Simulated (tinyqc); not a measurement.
# Biaxially strained (001) channel, valley splitting in an inversion layer: effects of single changes

A thin layer grown on a relaxed buffer is stretched in the plane. The two valleys with their long axis along the growth direction (D2) sink against the four in-plane ones (D4); confinement in a triangular well splits them too. Only the lowest subband of each set is kept; one relaxation time, so the weakening of intervalley scattering is left out.

Parameters, values chosen for the exercise; values close to those of silicon on relaxed silicon-germanium:
- T = 273 K (temperature)
- x = 0.07 (germanium share of the relaxed buffer)
- b1 = 0.0418 (lattice mismatch per unit x)
- c11 = 163 GPa (elastic constant)
- c12 = 63.3 GPa (elastic constant)
- Xu = 8.77 eV (shear deformation potential)
- ml = 0.913 m0 (longitudinal mass)
- mt = 0.188 m0 (transverse mass)
- F = 0.43 MV/cm (confining field)
- Ns = 1.5e12 cm^-2 (inversion density)
- bv = 0.384 nm (Burgers vector)

Constants: q = 1.602176634e-19 C, kB = 1.380649e-23 J/K, hbar = 1.054571817e-34 J s, m0 = 9.1093837015e-31 kg, Vt = kB T/q, hbar^2/(2 m0) = 0.0380998212 eV nm^2. Results are converted to the units shown.

Each table varies one quantity; the others keep the values above.

## Effect of the confining field

e_par = b1 x, e_perp = -2 (c12/c11) e_par, splitting D = Xu (e_par - e_perp), in-plane stress (c11 + c12 - 2 c12^2/c11) e_par. Levels E(m) = 2.33811 (hbar^2 q^2 F^2/(2 m))^(1/3): E2 = E(ml), E4 = E(mt) + D; N2 = 2 mt kB T/(pi hbar^2), N4 = 4 sqrt(mt ml) kB T/(pi hbar^2). EF solves Ns = N2 ln(1 + exp((EF - E2)/Vt)) + N4 ln(1 + exp((EF - E4)/Vt)); f2 is the share in D2, and 1/mc = f2/mt + (1 - f2)(1/mt + 1/ml)/2. The gain is mc(x = 0)/mc.

The same in every row: D (meV) = 45.592.

Effect of the confining field:

| F (MV/cm) | f2 without strain | f2 | mc (m0) | gain |
|---|---|---|---|---|
| 0.1 | 0.39486 | 0.80312 | 0.20394 | 1.2134 |
| 0.3 | 0.66847 | 0.92900 | 0.19345 | 1.1191 |
| 0.5 | 0.83138 | 0.97060 | 0.19022 | 1.0592 |
| 0.7 | 0.91600 | 0.98673 | 0.18900 | 1.0291 |
| 0.9 | 0.95766 | 0.99362 | 0.18848 | 1.0145 |
| 1.1 | 0.97813 | 0.99678 | 0.18824 | 1.0075 |
| 1.3 | 0.98839 | 0.99831 | 0.18813 | 1.0040 |
| 1.5 | 0.99368 | 0.99908 | 0.18807 | 1.0022 |

What does the table show?

As F goes from 0.1 to 1.5 MV/cm, f2 rises from 0.803 to 0.999 (without strain: it rises from 0.395 to 0.994) and the gain falls from 1.21 to 1.00. Strong confinement already empties D4, so strain has less to move.

## Effect of the germanium share of the relaxed buffer

Same model as above.

Critical thickness (Matthews-Blakeslee, 60-degree dislocations): h = bv (1 - nu/4)[ln(h/bv) + 1]/(4 pi e_par (1 + nu)), nu = c12/(c11 + c12).

The same in every row: f2 without strain = 0.7853.

Result of one run:

| x | D (meV) | f2 | mc (m0) | gain | critical thickness (nm) |
|---|---|---|---|---|---|
| 0.45 | 293.1 | 1.000 | 0.1880 | 1.093 | 3.925 |

What becomes of these results when the germanium share of the relaxed buffer x is changed from 0.45 to 0.03, all else the same?

Result of the changed run:

| x | D (meV) | f2 | mc (m0) | gain | critical thickness (nm) |
|---|---|---|---|---|---|
| 0.03 | 19.54 | 0.8909 | 0.1965 | 1.046 | 119.4 |

The whole series:

| x | D (meV) | f2 | mc (m0) | gain | critical thickness (nm) |
|---|---|---|---|---|---|
| 0.03 | 19.54 | 0.8909 | 0.1965 | 1.046 | 119.4 |
| 0.09 | 58.62 | 0.9768 | 0.1898 | 1.083 | 32.02 |
| 0.15 | 97.70 | 0.9955 | 0.1883 | 1.091 | 16.96 |
| 0.21 | 136.8 | 0.9991 | 0.1881 | 1.093 | 11.02 |
| 0.27 | 175.9 | 0.9998 | 0.1880 | 1.093 | 7.925 |
| 0.33 | 214.9 | 1.000 | 0.1880 | 1.093 | 6.049 |
| 0.39 | 254.0 | 1.000 | 0.1880 | 1.093 | 4.804 |
| 0.45 | 293.1 | 1.000 | 0.1880 | 1.093 | 3.925 |

As x goes from 0.03 to 0.45, f2 rises from 0.891 to 1.00 (without strain: it stays at 0.785) and the gain rises from 1.05 to 1.09. The gain cannot pass 1.093, reached when D4 is empty, while the critical thickness falls from 119 to 3.93 nm.

Numbers from tinyqc (`OMP_NUM_THREADS=1 python tinyqc.py 2530118 2530119 out.jsonl`; about 0.01 s on one thread of a shared Intel Xeon 2.30GHz).
